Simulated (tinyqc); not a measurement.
Tight binding, honeycomb lattice, step by step. Computed by tinyqc, a small Python program that keeps every step. Settings: t1 = 2.89, t2 = 0, phi = -1.11, delta = 1.09, points = 5. Command: `OMP_NUM_THREADS=1 python tinyqc.py 31337 31338 out.jsonl` (the two numbers bound the seeds that draw the settings). One thread of a shared host (Intel(R) Xeon(R) Processor @ 2.60GHz), about 0.01 s of CPU time with the checks.

## Bloch Hamiltonian at k

Parameters chosen for this model:
```
parameter      value                        unit
t1          2.890000                 eV, nearest
t2                 0       eV, second neighbours
phi        -1.110000  rad, phase of t2 (Haldane)
delta       1.090000          eV, +/- on A and B
```

k point k (fractions of the reciprocal vectors): 0.25000  -0.35000

H_AB = -t1 (1 + exp(-i k.a1) + exp(-i k.a2)); H_AA = delta - 2 t2 sum cos(k.b + phi), H_BB = -delta - 2 t2 sum cos(k.b - phi), b = a1, a2 - a1, -a2.

H(k) at k (eV):
```
                   A                  B
A            1.09000  -1.19130+0.55194i
B  -1.19130-0.55194i           -1.09000
```

## Levels at k

Diagonalise the Hermitian matrix.

eigenvalues (eV): -1.70644  1.70644

weights |c|^2 of the basis functions:
```
    band 1   band 2
A  0.18062  0.81938
B  0.81938  0.18062
```

## Bloch Hamiltonian at K

k point K (fractions of the reciprocal vectors): 0.33333  0.66667

As before.

H(k) at K (eV):
```
         A         B
A  1.09000   0.00000
B  0.00000  -1.09000
```

## Levels at K

As before.

eigenvalues (eV): -1.09000  1.09000

weights |c|^2 of the basis functions:
```
    band 1   band 2
A  0.00000  1.00000
B  1.00000  0.00000
```

## Bands along a path

The same steps at evenly spaced points between the labelled ones.

Bands along the path (eV):
```
k            band 1   band 2
G          -8.73825  8.73825
G-K 0.25   -7.97051  7.97051
G-K 0.50   -5.88188  5.88188
G-K 0.75   -3.08872  3.08872
K          -1.09000  1.09000
K-M 0.25   -1.61898  1.61898
K-M 0.50   -2.37991  2.37991
K-M 0.75   -2.90528  2.90528
M          -3.08872  3.08872
M-K' 0.25  -2.90528  2.90528
M-K' 0.50  -2.37991  2.37991
M-K' 0.75  -1.61898  1.61898
K'         -1.09000  1.09000
```

With 1 band(s) filled, the highest filled level on these points lies at K and the lowest empty one at K: a gap of 2.1800 eV, direct.

## Chern number of the lower band

On a 5 x 5 mesh, the phase of the product of overlaps around each plaquette (k1 then k2); the sum over 2 pi is an integer.

plaquette phases (rad):
```
          1         2         3         4         5
1   0.00000  -0.03890  -0.12447   0.07113   0.02033
2   0.03890   0.00000  -0.54434  -0.86736   0.07113
3   0.12447   0.54434   0.00000  -0.54434  -0.12447
4  -0.07113   0.86736   0.54434   0.00000  -0.03890
5  -0.02033  -0.07113   0.12447   0.03890   0.00000
```

Chern number = 0.00000
